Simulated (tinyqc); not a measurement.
Deformation-potential model of the X valleys of a conduction band, step by step. Values are carried at full precision from step to step, so a last printed digit may differ when a step is redone from the rounded ones.

s11 = (C11 + C12)/((C11 - C12)(C11 + 2 C12)), s12 = -C12/((C11 - C12)(C11 + 2 C12)), s44 = 1/C44; exx = s11 sxx + s12 (syy + szz) and cyclic, exy = s44 sxy/2; tension is positive. A uniaxial stress X along the unit vector n is s_ij = X n_i n_j. Biaxial (001) means sxx = syy = X.

Constants: kB = 8.617333262e-05 eV/K; hbar^2/2m0 = 3.80998211 eV angstrom^2.

Inputs chosen for the exercise (near those of AlAs; the results hold for these values, not for the real material): C11 = 122.9 GPa; C12 = 53.9 GPa; C44 = 57.2 GPa; load = biaxial (001) (kind of stress); X = 0.53 GPa (stress); Xd = 1.05 eV (dilation potential); Xu = 5.68 eV (uniaxial potential); T = 400 K (temperature); ml = 1.098 m0 (longitudinal mass); mt = 0.198 m0 (transverse mass).

## Strain from a biaxial (001) stress

Form the compliances and the strain.

s11, s12, s44 (1/TPa): 11.1067  -3.3860  17.4825

strain tensor:
```
          x         y          z
x  0.004092  0.000000   0.000000
y  0.000000  0.004092   0.000000
z  0.000000  0.000000  -0.003589
```

## Valley shifts

Valleys with axes along x, y and z, one whole valley each. Herring-Vogt shift of a valley with unit axis a: dE = Xd tr(e) + Xu a.e.a. Non-degenerate shares n_i = exp(-dE_i/kT)/sum_j exp(-dE_j/kT). Inverse mass tensor of a valley: (1 - a a)/mt + a a/ml; the masses are taken as independent of strain.

Apply the Herring-Vogt formula to each valley.

Xd tr(e) = 4.82 meV

a.e.a: x 0.004092, y 0.004092, z -0.003589

shifts dE (meV): x 28.07, y 28.07, z -15.56

The lowest valley is z, 43.6 meV below the highest; the mean shift over all valleys is (Xd + Xu/3) tr(e) = 13.52 meV.

## Shares of the electrons

Boltzmann factors of the shifts.

kT = 34.469 meV

shares: x 0.1803, y 0.1803, z 0.6394

effective number of valley axes, 1/(largest share) = 1.564

## Conductivity mass tensor

With one scattering time for all valleys the conductivity goes as M = sum_i n_i (inverse mass tensor of valley i); along the unit vector u, 1/m_c = u.M.u. Without stress 1/m_c = (1/ml + 2/mt)/3. Take u along [001].

M (1/m0):
```
       x      y      z
x  4.304  0.000  0.000
y  0.000  4.304  0.000
z  0.000  0.000  2.404
```

m_c along [001] = 0.4160 m0
m_c without stress = 0.2724 m0

The repopulation alone changes the mobility along [001] by -34.5 %; with all electrons in the valleys lightest or heaviest along this direction it would change by +38 or -75 %.

## Effective density of states

Each of the 3 whole valleys has m_d = (ml mt^2)^(1/3) and N = 2 (m_d kT/(4 pi c))^(3/2), c = hbar^2/2m0. Counted from the lowest edge, Nc = N x sum_i exp(-(dE_i - dE_min)/kT). 1 angstrom^-3 = 1e24 cm^-3.

m_d = 0.3505 m0
N of one valley = 8.016e+18 cm^-3
Nc under stress = 1.254e+19 cm^-3
Nc without stress = 2.405e+19 cm^-3

## Piezoresistance from repopulation

For small stress d(rho)/rho = pi X. For valleys on the cube axes pi11 = -(2/3) Xu (s11 - s12)/kT x (K - 1)/(2K + 1), pi12 = -pi11/2, pi44 = 0, K = ml/mt. For stress along [110]: pi_l = (pi11 + pi12 + pi44)/2 with the current along it and pi_t = (pi11 + pi12 - pi44)/2 with the current along [1-10]. 1/GPa = 100 x 1e-11/Pa.

K = 5.545

pi11, pi12, pi44 (1e-11/Pa): -59.9  29.9  0.0

pi_l, pi_t for [110] (1e-11/Pa): -15.0  -15.0

Only the transfer between valleys is counted; changes of mass and of intervalley scattering add to it in a real crystal.

## Checks

- Conductivity mass at zero stress against 3/(1/ml + 2/mt): both 0.2724361.
- Piezoresistance coefficients by finite differences against the closed form: largest difference 4.8e-09.

Program tinyqc; command `OMP_NUM_THREADS=1 python tinyqc.py 1081146 1081147 out.jsonl`; about 0.03 s on one thread of a shared Intel(R) Xeon(R) Processor @ 2.30GHz.
